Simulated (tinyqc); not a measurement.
Which pair of peaks is best: composition and strain of an epitaxial Si(1-x)Ge(x) layer from Raman and X-ray peaks. Computed by tinyqc, a small Python program. Command: `OMP_NUM_THREADS=1 python tinyqc.py 3005524 3005525 out.jsonl epiraman walk`. One thread of a shared host (Intel(R) Xeon(R) Processor @ 2.30GHz), about 0.01 s of CPU time with the checks.

A (001) layer, biaxially strained in the plane. The Raman peaks follow empirical lines omega = w0 + c1 x + c3 x^3 + b eps (c3 for Si-Ge alone), with eps the in-plane strain.

Inputs (values chosen for the exercise, modelled on silicon-germanium):
```
quantity                     value  unit
Ge fraction x                  0.5     -
Si-Si: c1                    -67.4  1/cm
Si-Si: strain coefficient b   -740  1/cm
Si-Ge: c1                     24.6  1/cm
Si-Ge: c3                      -31  1/cm
Si-Ge: strain coefficient b   -603  1/cm
Ge-Ge: c1                     18.5  1/cm
Ge-Ge: strain coefficient b   -474  1/cm
uncertainty of a Raman peak    0.3  1/cm
```

Substrate: germanium.

Method. For each pair invert J = [d omega/dx, d omega/d eps] at the true x. Independent errors of the given size in both peaks give sigma_x and sigma_eps = uncertainty x (norm of the rows of the inverse of J).

Error propagation:
```
pair               det J    sigma_x  sigma_eps (per mille)
Si-Si and Si-Ge  41.6412  0.0068771                0.48567
Si-Si and Ge-Ge  45.6376  0.0057768                0.45944
Si-Ge and Ge-Ge  10.5156   0.021882                0.52919
```

The pair Si-Si and Ge-Ge fixes x best (sigma_x = 0.0058) and Si-Ge and Ge-Ge worst (0.022), a factor 3.8. Strain moves all peaks the same way, so a good pair needs different ratios of composition slope to strain coefficient, best of opposite sign; the slopes here are -67.4, 1.4 and 18.5 per cm for Si-Si, Si-Ge and Ge-Ge. Errors in the coefficients themselves are not counted.

Extremes, crossings and ranges named in words are read from the listed rows.
